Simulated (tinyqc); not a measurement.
Inside a calculation. Method: ROHF in the 6-31g basis, for H4, spin multiplicity 3. One step of it, computed by the program tinyqc.

Question. Iteration 1: Roothaan effective Fock matrix. With projectors Pc = D(beta) S, Po = (D(alpha) - D(beta)) S, Pv = 1 - D(alpha) S, the block xy is Px^T F Py; with Fc = (F(alpha) + F(beta))/2, the blocks are Fc for cc, oo, vv and cv, F(beta) for co and F(alpha) for ov.

F(alpha) (hartree):
```
,1H 1s,1H 2s,2H 1s,2H 2s,3H 1s,3H 2s,4H 1s,4H 2s
1H 1s,-0.139358,-0.550729,-0.407062,-0.458108,-0.093773,-0.202714,0.024416,-0.130000
1H 2s,-0.550729,-0.429310,-0.458108,-0.437459,-0.202714,-0.265203,-0.130000,-0.242322
2H 1s,-0.407062,-0.458108,-0.139358,-0.550729,0.024416,-0.130000,-0.093773,-0.202714
2H 2s,-0.458108,-0.437459,-0.550729,-0.429310,-0.130000,-0.242322,-0.202714,-0.265203
3H 1s,-0.093773,-0.202714,0.024416,-0.130000,-0.139358,-0.550729,-0.407062,-0.458108
3H 2s,-0.202714,-0.265203,-0.130000,-0.242322,-0.550729,-0.429310,-0.458108,-0.437459
4H 1s,0.024416,-0.130000,-0.093773,-0.202714,-0.407062,-0.458108,-0.139358,-0.550729
4H 2s,-0.130000,-0.242322,-0.202714,-0.265203,-0.458108,-0.437459,-0.550729,-0.429310
```

F(beta) (hartree):
```
,1H 1s,1H 2s,2H 1s,2H 2s,3H 1s,3H 2s,4H 1s,4H 2s
1H 1s,0.324398,-0.261192,-0.276254,-0.279652,-0.114923,-0.194382,-0.090061,-0.179559
1H 2s,-0.261192,-0.202359,-0.279652,-0.255665,-0.194382,-0.236533,-0.179559,-0.244246
2H 1s,-0.276254,-0.279652,0.324398,-0.261192,-0.090061,-0.179559,-0.114923,-0.194382
2H 2s,-0.279652,-0.255665,-0.261192,-0.202359,-0.179559,-0.244246,-0.194382,-0.236533
3H 1s,-0.114923,-0.194382,-0.090061,-0.179559,0.324398,-0.261192,-0.276254,-0.279652
3H 2s,-0.194382,-0.236533,-0.179559,-0.244246,-0.261192,-0.202359,-0.279652,-0.255665
4H 1s,-0.090061,-0.179559,-0.114923,-0.194382,-0.276254,-0.279652,0.324398,-0.261192
4H 2s,-0.179559,-0.244246,-0.194382,-0.236533,-0.279652,-0.255665,-0.261192,-0.202359
```

D(alpha) at the start:
```
,1H 1s,1H 2s,2H 1s,2H 2s,3H 1s,3H 2s,4H 1s,4H 2s
1H 1s,0.315909,0.212877,-0.145728,-0.024307,0.181084,0.087149,-0.280553,-0.150035
1H 2s,0.212877,0.175402,-0.024307,0.053540,0.087149,0.058158,-0.150035,-0.063704
2H 1s,-0.145728,-0.024307,0.315909,0.212877,-0.280553,-0.150035,0.181084,0.087149
2H 2s,-0.024307,0.053540,0.212877,0.175402,-0.150035,-0.063704,0.087149,0.058158
3H 1s,0.181084,0.087149,-0.280553,-0.150035,0.315909,0.212877,-0.145728,-0.024307
3H 2s,0.087149,0.058158,-0.150035,-0.063704,0.212877,0.175402,-0.024307,0.053540
4H 1s,-0.280553,-0.150035,0.181084,0.087149,-0.145728,-0.024307,0.315909,0.212877
4H 2s,-0.150035,-0.063704,0.087149,0.058158,-0.024307,0.053540,0.212877,0.175402
```

D(beta) at the start:
```
,1H 1s,1H 2s,2H 1s,2H 2s,3H 1s,3H 2s,4H 1s,4H 2s
1H 1s,0.017678,0.031421,0.017678,0.031421,0.017678,0.031421,0.017678,0.031421
1H 2s,0.031421,0.055849,0.031421,0.055849,0.031421,0.055849,0.031421,0.055849
2H 1s,0.017678,0.031421,0.017678,0.031421,0.017678,0.031421,0.017678,0.031421
2H 2s,0.031421,0.055849,0.031421,0.055849,0.031421,0.055849,0.031421,0.055849
3H 1s,0.017678,0.031421,0.017678,0.031421,0.017678,0.031421,0.017678,0.031421
3H 2s,0.031421,0.055849,0.031421,0.055849,0.031421,0.055849,0.031421,0.055849
4H 1s,0.017678,0.031421,0.017678,0.031421,0.017678,0.031421,0.017678,0.031421
4H 2s,0.031421,0.055849,0.031421,0.055849,0.031421,0.055849,0.031421,0.055849
```

overlap S:
```
,1H 1s,1H 2s,2H 1s,2H 2s,3H 1s,3H 2s,4H 1s,4H 2s
1H 1s,1.000000,0.658292,0.297381,0.436737,0.022102,0.160348,0.007971,0.106562
1H 2s,0.658292,1.000000,0.436737,0.777441,0.160348,0.419856,0.106562,0.326413
2H 1s,0.297381,0.436737,1.000000,0.658292,0.007971,0.106562,0.022102,0.160348
2H 2s,0.436737,0.777441,0.658292,1.000000,0.106562,0.326413,0.160348,0.419856
3H 1s,0.022102,0.160348,0.007971,0.106562,1.000000,0.658292,0.297381,0.436737
3H 2s,0.160348,0.419856,0.106562,0.326413,0.658292,1.000000,0.436737,0.777441
4H 1s,0.007971,0.106562,0.022102,0.160348,0.297381,0.436737,1.000000,0.658292
4H 2s,0.106562,0.326413,0.160348,0.419856,0.436737,0.777441,0.658292,1.000000
```

Give: effective F.

Answer.

effective F (hartree):
```
,1H 1s,1H 2s,2H 1s,2H 2s,3H 1s,3H 2s,4H 1s,4H 2s
1H 1s,0.0746,-0.4015,-0.3509,-0.3707,-0.0951,-0.1968,-0.0149,-0.1592
1H 2s,-0.4015,-0.2988,-0.3707,-0.3381,-0.1968,-0.2593,-0.1592,-0.2603
2H 1s,-0.3509,-0.3707,0.0746,-0.4015,-0.0149,-0.1592,-0.0951,-0.1968
2H 2s,-0.3707,-0.3381,-0.4015,-0.2988,-0.1592,-0.2603,-0.1968,-0.2593
3H 1s,-0.0951,-0.1968,-0.0149,-0.1592,0.0746,-0.4015,-0.3509,-0.3707
3H 2s,-0.1968,-0.2593,-0.1592,-0.2603,-0.4015,-0.2988,-0.3707,-0.3381
4H 1s,-0.0149,-0.1592,-0.0951,-0.1968,-0.3509,-0.3707,0.0746,-0.4015
4H 2s,-0.1592,-0.2603,-0.1968,-0.2593,-0.3707,-0.3381,-0.4015,-0.2988
```
